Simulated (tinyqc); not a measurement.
# Fully depleted semiconductor-on-insulator film with two gates, non-linear Poisson equation by Newton steps: effects of single changes

One dimension across the film, front interface at x = 0, back interface at x = ts. psi is counted from the intrinsic level, n = ni exp(psi/Vt) (source grounded), holes neglected, acceptors ionised. Gates act through Cox = eps0 eox/tox and Cbox = 3.9 eps0/tb with potentials G1 = Vg - (phiM - chi - Vt ln(Nc/ni)) and G2 = Vb - (phiB - chi - Vt ln(Nc/ni)). Classical Boltzmann densities, no interface charge, no depletion in the back plane.

Values chosen for this exercise; band and dielectric values close to those of silicon:
- T = 300 K (temperature)
- Eg = 1.13 eV (band gap)
- eps_r = 11.9 (relative permittivity)
- Nc = 2.76e19 cm^-3 (conduction-band density of states at T)
- Nv = 2.6e19 cm^-3 (valence-band density of states at T)
- chi = 4.03 eV (electron affinity)
- eox = 9.12 (relative permittivity of the gate insulator (close to aluminium oxide))
- tox = 4 nm (insulator thickness)
- ts = 10 nm (film thickness)
- tb = 36 nm (buried-oxide thickness (eps_r 3.9))
- Na = 1e15 cm^-3 (acceptor density of the film)
- phiM = 4.22 eV (work function of the front gate)
- phiB = 4.53 eV (work function of the back plane)
- Vb = 0 V (back-gate voltage)

Constants: q = 1.602176634e-19 C, kB = 1.380649e-23 J/K, Vt = kB T/q, eps0 = 8.8541878128e-14 F/cm where lengths are in cm. Results are converted to the units shown.

Each table varies one quantity; the others keep the values above.

## Charge against front-gate voltage

ni = sqrt(Nc Nv) exp(-Eg/(2 Vt)), Eg in volts. The Poisson equation eps0 eps_r d2psi/dx2 = q (n + Na), with -eps0 eps_r dpsi/dx = Cox (G1 - psi) at x = 0 and eps0 eps_r dpsi/dx = Cbox (G2 - psi) at x = ts, is solved on 300 equal intervals with half boxes at both ends; N_inv is the trapezoid sum of n. Swing = ln 10/(d ln N_inv/dVg); the last column is (dN_inv/dVb)/(dN_inv/dVg).

Charge against front-gate voltage:

| Vg (V) | psi front (V) | psi back (V) | N_inv (cm^-2) | centroid/ts | swing (mV/decade) | q dN_inv/dVg over Cox | back/front leverage |
|---|---|---|---|---|---|---|---|
| -0.31 | 0.0657 | 0.0656 | 1.09e5 | 0.500 | 64.8 | 3.09e-7 | 0.0890 |
| -0.16 | 0.209 | 0.197 | 2.28e7 | 0.461 | 64.6 | 6.44e-5 | 0.0853 |
| -0.01 | 0.353 | 0.329 | 4.72e9 | 0.423 | 65.7 | 0.0131 | 0.0816 |
| 0.14 | 0.474 | 0.425 | 3.10e11 | 0.347 | 138 | 0.409 | 0.0713 |
| 0.29 | 0.534 | 0.447 | 1.43e12 | 0.241 | 364 | 0.716 | 0.0588 |
| 0.44 | 0.567 | 0.453 | 2.90e12 | 0.179 | 640 | 0.828 | 0.0535 |
| 0.59 | 0.589 | 0.455 | 4.52e12 | 0.142 | 939 | 0.879 | 0.0511 |
| 0.74 | 0.604 | 0.456 | 6.21e12 | 0.119 | 1.25e3 | 0.908 | 0.0497 |
| 0.89 | 0.617 | 0.457 | 7.95e12 | 0.102 | 1.57e3 | 0.926 | 0.0489 |

What does the comparison show?

N_inv passes 1e11 cm^-2 at Vg = 0.0860 V. The swing starts at 64.8 mV a decade, against (1 + k) Vt ln 10 = 62.1 for a front channel with k = Cs Cbox/(Cox (Cs + Cbox)) = 0.0435, Cs = eps0 eps_r/ts; above threshold this column is no longer a subthreshold swing. The centroid falls from 0.500 to 0.102 of ts and the leverage of the back gate falls from 0.0890 to 0.0489. For Vg = 0.44, 0.59, 0.74, 0.89 the density at an interface exceeds 0.3 Nc, where Boltzmann statistics fail. For Vg = 0.29, 0.44, 0.59, 0.74, 0.89 the classical centroid lies within 3 nm of an interface, where confinement, left out, would push it away.

## Threshold and coupling against the back-gate voltage

VT is the Vg for N_inv = 1e11 cm^-2; -dVT/dVb from the linearised equation. Limits with Cs = eps0 eps_r/ts: front channel Cs Cbox/(Cox (Cs + Cbox)), back channel Cbox (Cox + Cs)/(Cox Cs). Swing at N_inv = 1e8 cm^-2.

The same in every row: front-channel limit = 0.0435; back-channel limit = 0.139.

Result of one run:

| Vb (V) | VT (V) | centroid/ts at VT | -dVT/dVb | swing (mV/decade) |
|---|---|---|---|---|
| 0 | 0.0860 | 0.385 | 0.0769 | 64.6 |

What becomes of these results when the back-gate voltage Vb is changed from 0 to -3 V, all else the same?

Result of the changed run:

| Vb (V) | VT (V) | centroid/ts at VT | -dVT/dVb | swing (mV/decade) |
|---|---|---|---|---|
| -3 | 0.264 | 0.0894 | 0.0513 | 62.6 |

The whole series:

| Vb (V) | VT (V) | centroid/ts at VT | -dVT/dVb | swing (mV/decade) |
|---|---|---|---|---|
| -3 | 0.264 | 0.0894 | 0.0513 | 62.6 |
| -2.25 | 0.225 | 0.114 | 0.0535 | 62.8 |
| -1.5 | 0.184 | 0.157 | 0.0572 | 63.1 |
| -0.75 | 0.138 | 0.238 | 0.0641 | 63.6 |
| 0 | 0.0860 | 0.385 | 0.0769 | 64.6 |
| 0.75 | 0.0218 | 0.583 | 0.0948 | 65.7 |
| 1.5 | -0.0558 | 0.746 | 0.111 | 66.5 |
| 2.25 | -0.143 | 0.838 | 0.121 | 67.0 |
| 3 | -0.236 | 0.885 | 0.126 | 67.2 |

As Vb goes from -3 to 3, VT falls from 0.264 to -0.236 V, the centroid rises from 0.0894 to 0.885 of ts and -dVT/dVb rises from 0.0513 to 0.126. The coupling covers 8.17 % of the way from the front-channel to the back-channel limit in the first row and 87.0 % in the last. A positive back bias draws the electrons to the back interface, where the back gate has more leverage and the front gate less, so the swing worsens.

Numbers from tinyqc (`OMP_NUM_THREADS=1 python tinyqc.py 2190147 2190148 out.jsonl`; about 0.6 s on one thread of a shared Intel Xeon 2.30GHz).
